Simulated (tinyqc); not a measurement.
Memristor with linear dopant drift, Biolek window: one period.

A film of thickness D has a doped share x: R = Ron x + Roff (1 - x), i = v/R, dx/dt = k i F with k = mv Ron/D^2 and F = 1 - x^(2 p) for i >= 0 and 1 - (x - 1)^(2 p) for i < 0. The drive is v = V0 sin(2 pi f t). The model has no threshold and no heating.

Step h = 1/(16 f), from t = j h. With g(t, x) = dx/dt: k1 = g(t, x), k2 = g(t + h/2, x + h k1/2), k3 = g(t + h/2, x + h k2/2), k4 = g(t + h, x + h k3), x(new) = x + h (k1 + 2 k2 + 2 k3 + k4)/6.

The 16 Runge-Kutta steps against a converged integration; i uses the converged x.

Values chosen for this exercise: resistance of the fully doped film Ron = 500 ohm; resistance of the undoped film Roff = 40000 ohm; film thickness D = 10 nm; dopant mobility mv = 2.4e-14 m^2/(V s); doped share at t = 0 x0 = 0.31; amplitude V0 = 0.7 V; window exponent p = 2; frequency f = 4 Hz.

One period:
```
j      v (V)  x, coarse steps  x, converged   i (uA)
0    0.00000          0.31000       0.31000    0.000
1    0.26788          0.31914       0.31914    9.779
2    0.49497          0.34577       0.34577   18.790
3    0.64672          0.38749       0.38749   26.189
4    0.70000          0.43997       0.43996   30.944
5    0.64672          0.49657       0.49657   31.724
6    0.49497          0.54839       0.54839   26.991
7    0.26788          0.58528       0.58528   15.868
8    0.00000          0.59872       0.59871    0.000
9   -0.26788          0.58385       0.58385  -15.815
10  -0.49497          0.54444       0.54444  -26.763
11  -0.64672          0.49195       0.49195  -31.443
12  -0.70000          0.43774       0.43774  -30.824
13  -0.64672          0.39008       0.39008  -26.298
14  -0.49497          0.35392       0.35392  -19.023
15  -0.26788          0.33165       0.33165   -9.958
16   0.00000          0.32417       0.32417    0.000
```

The current vanishes with the voltage (pinched loop). At the same voltage, j = 2 and 6, it is 18.8 uA on the way up and 27.0 uA on the way down. x peaks at 0.5987 at half period and ends at 0.3242, not at its starting value: this window differs for the two directions of the current. The coarse steps miss by at most 3.8e-6.

Numbers from tinyqc (`OMP_NUM_THREADS=1 python tinyqc.py 2880009 2880010 out.jsonl`; about 0.2 s on one thread of a shared Intel Xeon 2.30GHz).
